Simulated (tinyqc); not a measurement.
# MOS inversion layer, Poisson-Schroedinger loop, step by step

Numbers from tinyqc (`OMP_NUM_THREADS=1 python tinyqc.py 2160151 2160152 out.jsonl`; about 0.5 s on one thread of a shared Intel Xeon 2.30GHz). Printed values are rounded.

Electrons confined at an insulator interface at z = 0, treated as a hard wall; parabolic valleys, Hartree approximation, no image or exchange terms. The depletion charge lies far deeper than the electrons and gives a uniform field q Nd/(eps0 eps_r); the gate balances all charge. Energies are counted from the band edge at the interface.

Parameters, values chosen for the exercise; masses and permittivity close to those of silicon (111):
- T = 400 K (temperature)
- eps_r = 11.6 (relative permittivity)
- mz1 = 0.256 m0 (mass along z of valley set A (6 valley(s)))
- md1 = 0.361 m0 (in-plane density-of-states mass of set A)
- Ns = 1.3e12 cm^-2 (sheet density of electrons)
- Nd = 1.6e12 cm^-2 (sheet density of depletion charge)
- hz = 0.82 nm (mesh step)
- a = 0.7 (mixing factor)

Constants: q = 1.602176634e-19 C, kB = 1.380649e-23 J/K, hbar = 1.054571817e-34 J s, m0 = 9.1093837015e-31 kg, Vt = kB T/q, eps0 = 8.8541878128e-14 F/cm where lengths are in cm, hbar^2/(2 m0) = 0.0380998212 eV nm^2. Results are converted to the units shown.

## Fixed part of the potential

z, node 1 to 15 (nm): 0.82  1.64  2.46  3.28  4.1  4.92  5.74  6.56  7.38  8.2  9.02  9.84  10.66  11.48  12.3

V0 = q Nd z/(eps0 eps_r) in eV.

fixed potential V0, node 1 to 15 (eV): 0.020466  0.040932  0.061399  0.081865  0.102331  0.122797  0.143263  0.163730  0.184196  0.204662  0.225128  0.245595  0.266061  0.286527  0.306993

## Round 1: levels and probability densities

self-consistent potential U at the start, node 1 to 15 (eV): 0  0  0  0  0  0  0  0  0  0  0  0  0  0  0

Tridiagonal Hamiltonian with psi = 0 one step beyond both ends: H_ii = C (1/m_(i-1/2) + 1/m_(i+1/2))/hz^2 + V0_i + U_i, H_(i,i+1) = -C/(m_(i+1/2) hz^2), C = hbar^2/(2 m0). The lowest 2 level(s) are kept, normalised to hz sum |psi|^2 = 1. The mass is the same on all intervals.

levels (eV): A1 0.104976, A2 0.182365

```
node  |psi|^2 of A1 (1/nm)  |psi|^2 of A2 (1/nm)
1                 0.103706              0.096854
2                 0.271557              0.155858
3                 0.324222              0.051120
4                 0.255624              0.004377
5                 0.151311              0.107833
6                 0.071681              0.222650
7                 0.028236              0.238482
8                 0.009488              0.175196
9                 0.002770              0.098307
10                0.000712              0.044568
11                0.000163              0.016886
12                0.000034              0.005460
13                0.000006              0.001516
14                0.000001              0.000350
15                0.000000              0.000053
```

## Round 1: Fermi level and occupations

Level k holds N_k = D_k Vt ln(1 + exp((EF - E_k)/Vt)) with D = 6 md1 m0 q/(pi hbar^2) per eV (spin included); EF is fixed by sum N_k = Ns.

EF = -0.00743141 eV
N_k (cm^-2): A1 1.17359e12, A2 1.26409e11

## Round 1: density, output potential and mixing

n_i = sum_k N_k |psi_k|^2 (converted to cm^-3). Hartree part by Gauss: on the interval before node i the electrons still beyond are S_i = Ns - hz sum_(j<i) n_j, and U_i = U_(i-1) + q S_i hz/(eps0 eps_r) in eV, U_0 = 0 at the interface. Mixing: U(new) = U + a (U(out) - U).

```
node  n (1e18 cm^-3)  U(out) (eV)  U after round 1 (eV)
1            1.33952    0.0166288             0.0116402
2            3.38399    0.0318526             0.0222968
3            3.86967    0.0435269             0.0304688
4            3.00551    0.0511424             0.0357997
5            1.91208    0.0556054             0.0389238
6            1.12269    0.0580628             0.0406440
7            0.63284    0.0593427             0.0415399
8            0.33281    0.0599588             0.0419711
9            0.15678    0.0602258             0.0421580
10           0.06470    0.0603283             0.0422298
11           0.02326    0.0603630             0.0422541
12           0.00730    0.0603733             0.0422613
13           0.00199    0.0603759             0.0422631
14           0.00045    0.0603765             0.0422635
15           0.00007    0.0603765             0.0422636
```

## Round 2: levels and probability densities

As before.

levels (eV): A1 0.134481, A2 0.218307

```
node  |psi|^2 of A1 (1/nm)  |psi|^2 of A2 (1/nm)
1                 0.134019              0.107554
2                 0.316796              0.144414
3                 0.334567              0.027498
4                 0.232929              0.020476
5                 0.122618              0.149729
6                 0.052178              0.246115
7                 0.018651              0.232592
8                 0.005740              0.156384
9                 0.001547              0.081858
10                0.000370              0.035031
11                0.000079              0.012633
12                0.000015              0.003912
13                0.000003              0.001046
14                0.000000              0.000234
15                0.000000              0.000035
```

## Round 2: Fermi level and occupations

As before.

EF = 0.0226584 eV
N_k (cm^-2): A1 1.19329e12, A2 1.06706e11

## Round 2: density, output potential and mixing

As before.

```
node  n (1e18 cm^-3)  U(out) (eV)  U after round 2 (eV)
1            1.71400    0.0166288             0.0151322
2            3.93440    0.0314598             0.0287109
3            4.02171    0.0421640             0.0386555
4            2.80138    0.0486499             0.0447948
5            1.62296    0.0521974             0.0482153
6            0.88526    0.0540426             0.0500230
7            0.47075    0.0549593             0.0509335
8            0.23537    0.0553822             0.0513589
9            0.10581    0.0555583             0.0515382
10           0.04179    0.0556233             0.0516053
11           0.01443    0.0556445             0.0516274
12           0.00436    0.0556506             0.0516338
13           0.00115    0.0556521             0.0516354
14           0.00025    0.0556524             0.0516357
15           0.00004    0.0556525             0.0516358
```

## Course of the self-consistent loop

Start from U = 0. Stop when the largest |U(out) - U| is below 1e-7 eV, or after 120 rounds.

Course of the iteration:
```
round  level A1 (eV)      EF (eV)  largest |U(out) - U| (eV)
1           0.104976  -0.00743141                     0.0604
2           0.134481    0.0226584                     0.0134
3           0.142009    0.0302635                    3.38e-3
4           0.144054    0.0323161                    9.19e-4
5           0.144626    0.0328880                    2.60e-4
6           0.144789    0.0330507                    7.52e-5
7           0.144837    0.0330976                    2.19e-5
8           0.144850    0.0331113                    6.40e-6
9           0.144854    0.0331153                    1.88e-6
10          0.144856    0.0331164                    5.51e-7
11          0.144856    0.0331168                    1.62e-7
12          0.144856    0.0331169                    4.79e-8
```

Converged in 12 rounds. Towards the end the residual shrinks by a factor of about 0.29 a round.

## Converged levels, occupations and centroid

converged U, node 1 to 15 (eV): 0.0166288  0.0313464  0.0418096  0.0480542  0.0514313  0.0531751  0.0540368  0.0544324  0.0545962  0.0546564  0.0546760  0.0546815  0.0546829  0.0546832  0.0546832

Solve for the levels with V0 + U, find EF, n_i = sum_k N_k |psi_k|^2 (in cm^-3); share of each level N_k/Ns; centroid sum n z/sum n.

levels (eV): A1 0.144856, A2 0.229699
EF = 0.0331169 eV
shares (%): A1 92.0109, A2 7.9891
n, node 1 to 15 (in units of 1e18 cm^-3): 1.82211  4.05601  4.02204  2.73383  1.55720  0.84091  0.44441  0.22099  0.09877  0.03878  0.01331  0.00400  0.00105  0.00023  0.00003
centroid = 2.69654 nm

An 800-node mesh to 21 nm with 8 levels a set gives A1 = 0.1463 eV, EF = 0.03436 eV and a centroid of 2.793 nm; the levels kept above hold 98.7 % of the electrons there. The coarse centroid is 3.4 % below the fine one.

## Closed-form estimates

Triangular well: E_k = a_k (C F^2/mz)^(1/3), a_1 = 2.338107, a_2 = 4.087949, C = hbar^2/(2 m0), F in eV/nm. Fang-Howard (all electrons in the lowest level of set A): b^3 = 6 (mz1/C) q (Nd + 11 Ns/32)/(eps0 eps_r), centroid 3/b, level C b^2/(4 mz1) + (3/b) q (Nd + 11 Ns/16)/(eps0 eps_r). Use F = q (Nd + Ns)/(eps0 eps_r), the surface field, and F = q (Nd + Ns/2)/(eps0 eps_r).

A1 with the surface field = 0.157311 eV
A1 with Nd + Ns/2 = 0.132826 eV
A2 with Nd + Ns/2 = 0.232233 eV
b = 1.08781 1/nm
Fang-Howard centroid = 2.75783 nm
Fang-Howard level = 0.151309 eV

Against the self-consistent A1 = 0.1463 eV on a fine mesh, the surface-field estimate is 7.5 % above it, the half-charge one 9.2 % below it and Fang-Howard 3.4 % above it. A1 holds 91.4 % of the electrons, and the Fang-Howard centroid is 1.3 % below the full one.
